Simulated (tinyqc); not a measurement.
## One gate, two gates and a surrounding gate

Below threshold the potential that source and drain add obeys Laplace's equation, vanishes on the gates and decays along the channel as exp(-k y). The same ts (depleted depth over a conducting body, body thickness or wire diameter), ti and permittivities in three geometries; k is the smallest positive root of: one gate, f(k) = eps_r sin(k ti) cos(k ts) + ei cos(k ti) sin(k ts); two gates, f(k) = ei cos(k ti) cos(k ts/2) - eps_r sin(k ti) sin(k ts/2); wire, f(k) = ei J0(u)[J1(u) Y0(v) - Y1(u) J0(v)] - eps_r J1(u)[J0(u) Y0(v) - Y0(u) J0(v)], u = k ts/2, v = u + k ti. Parabolic estimates of l: sqrt((eps_r/ei) ts ti); sqrt((eps_r/(2 ei)) ts ti (1 + ei ts/(4 eps_r ti))); sqrt([2 eps_r ts^2 ln(1 + 2 ti/ts) + ei ts^2]/(16 ei)), in the same order.

Inputs (values chosen for the exercise); permittivities: semiconductor close to that of In0.53Ga0.47As, insulator close to that of zirconium oxide:
- eps_r = 13.9 (relative permittivity of the semiconductor)
- ei = 26 (relative permittivity of the insulator)
- ti = 6.2 nm (insulator thickness)
- ts = 4 nm (wire diameter)

Scale lengths (nm):

|  | Lambda = pi/k | l = 1/k | l(parabolic) |
|---|---|---|---|
| one gate over a conducting body | 10.83 | 3.446 | 3.641 |
| two gates | 14.64 | 4.659 | 2.938 |
| wire | 10.23 | 3.257 | 1.584 |

What does the comparison show?

The wire has the shortest scale length, 0.699 times that of the double gate; the single gate over a conducting body has 0.740 times it, its layer ending directly on a conductor where the double gate has a second insulator. The parabolic estimates are 5.7 % above, 37 % below and 51 % below the exact l, in the order of the rows.

Computed by the program tinyqc: `OMP_NUM_THREADS=1 python tinyqc.py 2420099 2420100 out.jsonl`, one thread of a shared Intel Xeon 2.30GHz, about 0.01 s for the whole run.
